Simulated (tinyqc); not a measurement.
Worked calculation: surface photovoltage measurement of the minority-carrier diffusion length in a wafer. Computed by tinyqc, a small Python program that keeps every step. Command: `OMP_NUM_THREADS=1 python tinyqc.py 3130394 3130395 out.jsonl spv walk`. One thread of a shared host (Intel(R) Xeon(R) Processor @ 2.30GHz), about 0.01 s of CPU time with the checks. Intermediate numbers are printed to about 6 digits and carried at full precision; extremes and crossings named in words are read from the listed rows.

Low injection, steady light, a depletion layer much thinner than 1/alpha and L. The excess density dn is taken at the front edge of the neutral region; light that reaches the back is lost.

Inputs (values chosen for the exercise, modelled on p-type silicon at room temperature):
```
quantity,value,unit
diffusion length L,560,micrometre
wafer thickness W,525,micrometre
diffusivity D,29.6,cm^2/s
front recombination velocity S_f,240,cm/s
back recombination velocity S_b,380,cm/s
photon flux entering,4.8e+11,1/(cm^2 s)
minority density at the surface barrier scale n_0,3.2e+10,1/cm^3
temperature T,298,K
wavelength,901,nm
relative noise of each reading,0.2,%
diffusion length after pair splitting over L,0.76,-
iron factor C,1.03e+16,micrometre^2/cm^3
```

Constants: k_B = 8.617333262e-05 eV/K.

## One wavelength

alpha = (84.732/lambda - 76.417)^2 per cm with lambda in micrometre (an empirical fit for silicon between 0.7 and 1.05 micrometre). Thick wafer: dn = Phi L/((S_f + D/L)(L + 1/alpha)). Finite wafer, with s = S_b L/D, w = W/L, a = alpha L: dn = [Phi a/(a^2 - 1)] [a - B - exp(-alpha W)(a - s)/(cosh w + s sinh w)]/(S_f + B D/L), B = (sinh w + s cosh w)/(cosh w + s sinh w). Photovoltage V = (k_B T/e) ln(1 + dn/n_0). Lifetime = L^2/D.

alpha = 310.647 1/cm

penetration depth 1/alpha = 32.1909 micrometre

dn, thick wafer = 5.90586e+08 1/cm^3

B = 0.951073

dn, finite wafer = 6.12974e+08 1/cm^3

photovoltage V = 0.487253 mV

lifetime = 105.946 microsecond

## The linear plot

normal deviates g for the noise: [0.24, 1.23, -0.43, 0.54, -2.22, -0.87, -0.19]

Readings y = (Phi/dn) (1 + noise x g) at 780, 830, 880, 920, 950, 975 and 995 nm; a least-squares line y = c (1/alpha + L_app) gives L_app = intercept/slope.

Readings:
```
lambda (nm),1/alpha (micrometre),y (cm/s),line (cm/s)
780,9.636,755.206,754.486
830,15.176,763.673,761.474
880,25.330,773.843,774.281
920,40.658,794.451,793.615
950,61.278,815.492,819.625
975,90.917,854.926,857.010
995,130.888,910.327,907.427
```

slope = 1.26135 cm/(s micrometre)

apparent length L_app = 588.520 micrometre

error of L_app (rounded to 0.001) = 5.093 %

Without noise the error would be +3.7 %, from the finite thickness at W/L = 0.9. S_f scales all readings alike and leaves L_app unchanged.

## Where the wafer is too thin

No noise; L is varied at fixed W, and the last two columns set S_b to 0 and to 1e7 cm/s.

Apparent length (micrometre):
```
L,W/L,given S_b,S_b = 0,S_b = 1e7
26.2,20.0382,26.200,26.20,26.200
52.5,10.0000,52.500,52.50,52.500
105.0,5.0000,105.088,105.12,104.821
158.0,3.3228,159.231,159.99,155.538
262.0,2.0038,272.403,285.49,236.610
420.0,1.2500,447.234,544.35,307.877
682.0,0.7698,673.677,1138.20,355.293
1100.0,0.4773,863.208,2285.07,378.326
2100.0,0.2500,998.948,4581.97,390.024
```

With a fast back surface L_app levels off, at 390 micrometre in the last row; with a passive one it reaches up to 2.18 times L among these rows and is 4580 in the last. All three columns are within 5 % of L down to W/L = 3.3.

## Iron from two lengths

Splitting iron-boron pairs in boron-doped silicon shortens L; with nothing else changing, [Fe] = C (1/L_after^2 - 1/L^2). It is evaluated with the true lengths and with the apparent ones (without noise), which differ when the wafer is not thick against L.

L_after = 425.6 micrometre

[Fe] from the true lengths = 2.40192e+10 1/cm^3

[Fe] from the apparent lengths = 1.96325e+10 1/cm^3

bias, apparent over true less 1 (rounded to 0.001) = -18.263 %

Checks made by the program: dn against a finite-difference solution (relative difference 2e-06).
